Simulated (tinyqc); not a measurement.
# Trap density from one capacitance

Problem. Traps spread evenly through the insulator exchange electrons with the semiconductor by tunnelling, with tau(x) = t0 exp(2 ka x) at depth x from the interface. The admittance per area Y seen at depth x obeys dY/dx = -Y^2/(i w eps0 eox) + q Nb ln(1 + i w tau)/tau, with Y(0) = i w Cs and w = 2 pi f; the gate sees Y(tox) = G + i w C. Working variable y = Y/(i w), in uF/cm^2. Cox = eps0 eox/tox. Find Nb and G/w.

Values chosen for this exercise:
```
symbol,value,unit,meaning
eox,8.51,,relative permittivity of the insulator
tox,7.3,nm,insulator thickness
Cs,3.9,uF/cm^2,semiconductor capacitance in accumulation
ka,5.4,1/nm,decay constant of the wave function in the insulator
t0,1e-9,s,time constant of a trap at the interface
f,1000,Hz,frequency
```

Constants: q = 1.602176634e-19 C, eps0 = 8.8541878128e-14 F/cm where lengths are in cm. Results are converted to the units shown.

C = 0.89539663 uF/cm^2

Solution. C rises steadily with Nb, so one density matches; in practice ka and t0 must come from the frequency dependence.

Nb = 6.80e19 cm^-3 eV^-1
G/w = 0.0121 uF/cm^2

Computed by the program tinyqc: `OMP_NUM_THREADS=1 python tinyqc.py 2202215 2202216 out.jsonl`, one thread of a shared Intel Xeon 2.30GHz, about 0.5 s for the whole run.
